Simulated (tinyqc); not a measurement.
# Changing the fraction x of B

Model: elastic strain and critical thickness of a cubic alloy layer A(1-x)B(x) on a thick substrate. Computed by tinyqc, a small Python program. Command: `OMP_NUM_THREADS=1 python tinyqc.py 3004133 3004134 out.jsonl misfit sweep`. One thread of a shared host (Intel(R) Xeon(R) Processor @ 2.30GHz), about 0.02 s of CPU time with the checks.

Strain is positive in tension. The layer is coherent with the substrate unless said otherwise.

Inputs (values chosen for the exercise, modelled on In(1-x)Ga(x)P on GaAs): lattice constant a_A = 5.869 angstrom; lattice constant a_B = 5.451 angstrom; substrate lattice constant a_S = 5.653 angstrom; layer thickness h = 7.8 nm; X-ray wavelength = 1.540593 angstrom; start of the iteration h0/b = 20.

Growth plane: (111). Layer: buried under a thick cap. Misfit dislocation: 60-degree.

C11, C12, C44 of A (GPa): [101.9, 55.14, 45.59]

C11, C12, C44 of B (GPa): [138, 62.33, 69.18]

Method:
- a = (1 - x) a_A + x a_B, the same rule for each C_ij; misfit f = (a_S - a)/a, the in-plane strain of the coherent layer.
- (111): D = 2 (C11 + 2 C12 - 2 C44)/(C11 + 2 C12 + 4 C44), M = 6 C44 (C11 + 2 C12)/(C11 + 2 C12 + 4 C44). The free surface carries no normal stress, so e_perp = -D f; dV/V = 2 f + e_perp; stress = M f; energy per area = M f^2 h (1 GPa nm = 1 J/m^2).
- Reflection 111: d = a_perp/sqrt(3), with a_perp = a (1 + e_perp) for the coherent layer, a for the relaxed layer and a_S for the substrate; sin(theta) = lambda/(2 d).
- Voigt averages: G = (C11 - C12 + 3 C44)/5, B = (C11 + 2 C12)/3, nu = (3 B - 2 G)/(2 (3 B + G)); b = a/sqrt(2). The 60-degree dislocation has cos alpha = 1/2, and cos lambda = sqrt(3)/6 on (111), for glide on an inclined {111} plane.
- Matthews-Blakeslee: h_c = A [ln(h_c/b) + 1], A = b (1 - nu cos^2 alpha)/(4 pi |f| (1 + nu) cos lambda), the factor 4 pi being that of a buried layer, with a dislocation at both interfaces.
- Start at h0, put the right side back in, and stop when the change is below 1e-9 h or h turns negative.

One run for each value; columns: (1) fraction x of B; (2) misfit f; (3) in-plane stress (GPa); (4) critical thickness h_c (Matthews-Blakeslee) (nm); (5) peak separation of the coherent layer (arcsec); (6) biaxial modulus M (GPa):
```
(1)         (2)      (3)     (4)      (5)     (6)
0.04  -0.034052  -5.0869   10.29  -2678.8  149.39
0.13  -0.027802  -4.2950   13.40  -2172.8  154.49
0.22  -0.021471  -3.4256   18.62  -1667.7  159.54
0.32  -0.014339  -2.3677   30.77  -1106.6  165.12
0.41  -0.007831  -1.3322   64.02   -601.1  170.11
0.50  -0.001237  -0.2165  548.01    -94.4  175.06
0.59   0.005446   0.9802   98.29    413.9  179.99
0.68   0.012219   2.2591   37.22    924.3  184.89
0.78   0.019852   3.7780   20.38   1494.6  190.30
0.87   0.026821   5.2343   13.90   2011.2  195.16
0.96   0.033886   6.7768   10.25   2531.4  199.99
```

Over the rows, misfit f rises from -0.0341 to 0.0339; in-plane stress (GPa) rises from -5.09 to 6.78; critical thickness h_c (Matthews-Blakeslee) (nm) goes from 10.3 through a maximum among these rows, 548 at 0.500, to 10.3. The misfit changes sign between x = 0.50 and 0.59, where the layer is lattice matched and h_c grows without bound.

Caution (rows 0.0400, 0.130, 0.220, 0.870, 0.960): above about 2 % misfit, linear elasticity is rough and compressed layers tend to form islands before dislocations.

Extremes, crossings and ranges named in words are read from the listed rows.
